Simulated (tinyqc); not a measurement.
Switching kinetics of a ferroelectric film and the memory window of a ferroelectric gate stack: one step, computed by the program tinyqc.

Fields in MV/cm; 1 microcoulomb/cm^2 over eps_0 is 11.29409 MV/cm. In the stack (metal, ferroelectric, interlayer, channel) the channel is taken as a conductor.

Problem. The hysteresis loop. Saturated branches: P(E) = P_s tanh[(E -/+ E_c)/(2 delta)], delta = E_c/ln[(1 + P_r/P_s)/(1 - P_r/P_s)]; D = P + eps_0 eps_F E.

Inputs (values chosen for the exercise, for a model hafnia-based film):
```
quantity                                 value               unit
saturation polarisation P_s                 20  microcoulomb/cm^2
ratio P_r/P_s                             0.77                  -
coercive field E_c                         1.6              MV/cm
permittivity of the ferroelectric eps_F     28                  -
```

Give: delta; P on both branches (microcoulomb/cm^2) at E/E_c = -3, -2, -1, -0.5, 0, 0.5, 1, 1.5, 2, 3; peak differential permittivity eps_F + P_s/(2 delta eps_0).

Solution.

delta = 0.7841 MV/cm

P on both branches (microcoulomb/cm^2) at E/E_c = -3, -2, -1, -0.5, 0, 0.5, 1, 1.5, 2, 3:
```
E (MV/cm)  rising branch  falling branch
-4.8              -19.99          -19.34
-3.2              -19.91          -15.40
-1.6              -19.34            0.00
-0.8              -18.21            9.40
0.0               -15.40           15.40
0.8                -9.40           18.21
1.6                 0.00           19.34
2.4                 9.40           19.76
3.2                15.40           19.91
4.8                19.34           19.99
```

peak differential permittivity eps_F + P_s/(2 delta eps_0) = 172.0
